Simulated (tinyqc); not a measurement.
# Resonant-tunnelling diode, transfer matrices and Tsu-Esaki current, step by step

Computed by the program tinyqc: `OMP_NUM_THREADS=1 python tinyqc.py 2600039 2600040 out.jsonl`, one thread of a shared Intel Xeon 2.30GHz, about 0.07 s for the whole run. Printed values are rounded.

Emitter (band edge 0), barrier d1, well Lw, barrier d2, collector (edge -V). The bias drops linearly over these layers and none in the contacts; each layer is cut into ns equal slices, flat at the value of their centres. E is the energy of motion across the layers, C = hbar^2/(2 m0), psi and psi'/m are continuous. Transport is coherent, T(E) is taken as independent of the transverse momentum, and charge in the well is ignored.

Values chosen for this exercise; masses and offsets close to those of InGaAs wells and AlAs barriers:

| symbol | value | unit | meaning |
|---|---|---|---|
| T | 200 | K | temperature |
| mw | 0.04 | m0 | mass in the well, spacer and contacts |
| U1 | 1.2 | eV | barrier height |
| m1 | 0.15 | m0 | barrier mass |
| d1 | 1.1 | nm | emitter barrier |
| Lw | 2.5 | nm | well width |
| d2 | 0.9 | nm | collector barrier |
| ns | 2 |  | slices in each layer |
| Ef | 0.25 | eV | Fermi energy of both contacts above their band edges |
| V | 0.27 | V | bias of the collector |
| E | 0.20812 | eV | trial energy |

Constants: q = 1.602176634e-19 C, kB = 1.380649e-23 J/K, hbar = 1.054571817e-34 J s, m0 = 9.1093837015e-31 kg, Vt = kB T/q, hbar^2/(2 m0) = 0.0380998212 eV nm^2. Results are converted to the units shown.

## Slices under bias

U = edge of the layer - V x/Lt at the centre x of each slice, Lt the summed thickness.

```
slice    U (eV)  m (m0)  width (nm)
0       1.18350    0.15        0.55
1       1.15050    0.15        0.55
2      -0.10350    0.04        1.25
3      -0.17850    0.04        1.25
4       0.97050    0.15        0.45
5       0.94350    0.15        0.45
```

## Running product of the slice matrices at the trial energy

For the pair (psi, psi'/m) a flat layer has M = [[cos kd, (m/k) sin kd], [-(k/m) sin kd, cos kd]] with k = sqrt(m (E - U)/C) above its edge U, and M = [[cosh Kd, (m/K) sinh Kd], [(K/m) sinh Kd, cosh Kd]] with K = sqrt(m (U - E)/C) below it. Later slices stand to the left. With M acting on (psi, psi'/m) and v = k/m in each lead, T(E) = 4 vL vR/[(vL vR M12 - M21)^2 + (vR M11 + vL M22)^2]. vL = sqrt(mw E/C)/mw, vR = sqrt(mw (E + V)/C)/mw.

Product after each layer:
```
                 M11   M12 (nm)  M21 (1/nm)       M22
barrier d1   4.32539   0.322632     54.1286   4.26866
well         4.03396   0.316141    -65.2157  -4.86306
barrier d2  -2.80959  -0.171718    -55.6690  -3.75832
```

T(E) = 0.0901728

## Transmission at three energies near the peak

three energies (eV): [0.166804, 0.172804, 0.178804]

The same product at each energy.

T(E) at these energies: [0.555124, 0.697327, 0.570886]

## Breit-Wigner parameters from a parabola through 1/T(E)

Near a resonance 1/T(E) = (1/Tp) [1 + (2 (E - Er)/G)^2]. With y = 1/T(E) at E0 - h, E0, E0 + h: a = (y1 + y3 - 2 y2)/(2 h^2), b = (y3 - y1)/(2 h), Er = E0 - b/(2 a), 1/Tp = y2 - b^2/(4 a), G = 2 sqrt(1/(Tp a)), tau = hbar/G.

Er = 0.173022 eV
Tp = 0.697547
G = 24.5513 meV
tau = 26.8097 fs

The true maximum of T(E) lies at 0.17292 eV with height 0.6974 and full width 24.62 meV; the fitted G is 0.29 % below that width.

## Current from the resonance alone

J = J0 times the integral over E > 0 of T(E) N(E), N = ln[(1 + exp((Ef - E)/Vt))/(1 + exp((Ef - V - E)/Vt))], J0 = q^2 mw m0 kB T/(2 pi^2 hbar^3) (times 1e-4 for A/cm^2 per eV). For a sharp resonance J = J0 (pi G/2) Tp N(Er), with Er the peak energy, Tp the peak transmission and G the full width at half maximum (in eV). The three values given are estimates from a parabola through three points of 1/T(E).

J0 = 1.11564e7 A/(cm^2 eV)
N(Er) = 4.47788
J = 1343.89 kA/cm^2

The full integral over T(E) gives 1221 kA/cm^2; the value above is 10 % above it. With the exact position, height and width of the peak (Er = 0.17292 eV, Tp = 0.6974, G = 24.62 meV) the formula is 11 % above it.
